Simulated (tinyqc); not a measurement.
What each form factor does: empirical-pseudopotential levels.

Empirical pseudopotential on the fcc lattice, atoms at +/- tau, tau = a (1,1,1)/8, no spin-orbit coupling. H(G,G') = c (2 pi/a)^2 |k + G|^2 delta + VS(q) cos(q.tau) + i VA(q) sin(q.tau), q = G - G', c = hbar^2/2m0; k and G in units of 2 pi/a; VS at |q|^2 = 3, 8, 11 and VA at 3, 4, 11, in rydberg, zero elsewhere. The basis is fixed: all 59 G with |G|^2 up to Gcut. Energies are counted from the fourth level at Gamma.

Constants: hbar^2/2m0 = 3.80998211 eV angstrom^2; Ry = 13.60569312 eV.

Parameters, chosen for this exercise (near those of Ge; the results hold for these values, not for the real material):

| symbol | value | unit | meaning |
|---|---|---|---|
| a | 5.647 | angstrom | lattice constant |
| VS3 | -0.232 | Ry |  |
| VS8 | 0.011 | Ry |  |
| VS11 | 0.062 | Ry |  |
| VA3 | 0 | Ry |  |
| VA4 | 0 | Ry |  |
| VA11 | 0 | Ry |  |
| Gcut | 12 | (2 pi/a)^2 | largest \|G\|^2 of the fixed basis |

Lowest empty singlet and triplet at Gamma and the valence width there (fixed basis); lowest empty level at X = (1,0,0) and L = (1/2,1/2,1/2) from the valence top, these levels and that top with all |k + G|^2 up to 21. Singlet and triplet count orbital degeneracy. VS3 is VS at |q|^2 = 3, and so on. The row for a keeps the form factors fixed, so it is no model of a real expansion, which changes them too.

One parameter was then changed.

Results before and after:

| case | singlet (eV) | triplet (eV) | X (eV) | L (eV) | width (eV) |
|---|---|---|---|---|---|
| base | 1.388 | 3.551 | 1.250 | 1.058 | 12.024 |
| changed | 1.243 | 3.503 | 0.903 | 0.982 | 12.052 |

Which of these changes was made? (a) VA4 = 0.03 Ry; (b) a = 5.703 angstrom; (c) VA11 = 0.03 Ry; (d) VA3 = 0.03 Ry; (e) VS3 = -0.222 Ry; (f) VS8 = 0.021 Ry; (g) VS11 = 0.072 Ry.

Answer: (c) VA11 = 0.03 Ry. Of the candidates, run in turn, only this one gives the changed row.

All candidates:

| case | singlet (eV) | triplet (eV) | X (eV) | L (eV) | width (eV) |
|---|---|---|---|---|---|
| base | 1.388 | 3.551 | 1.250 | 1.058 | 12.024 |
| a = 5.703 angstrom | 1.400 | 3.574 | 1.372 | 1.134 | 11.746 |
| VS3 = -0.222 Ry | 1.477 | 3.409 | 1.004 | 0.958 | 12.064 |
| VS8 = 0.021 Ry | 1.912 | 3.492 | 1.325 | 1.299 | 11.927 |
| VS11 = 0.072 Ry | 1.953 | 3.792 | 1.529 | 1.436 | 11.831 |
| VA3 = 0.03 Ry | 1.439 | 3.584 | 0.981 | 1.068 | 12.033 |
| VA4 = 0.03 Ry | 1.352 | 3.647 | 0.856 | 1.118 | 12.028 |
| VA11 = 0.03 Ry | 1.243 | 3.503 | 0.903 | 0.982 | 12.052 |

In a diamond crystal a small VA enters the levels at Gamma and L only in second order, by symmetry, but splits the degenerate pair at X in first order.

tinyqc: `OMP_NUM_THREADS=1 python tinyqc.py 1080778 1080779 out.jsonl`; about 0.3 s, one thread, shared Intel(R) Xeon(R) Processor @ 2.30GHz.
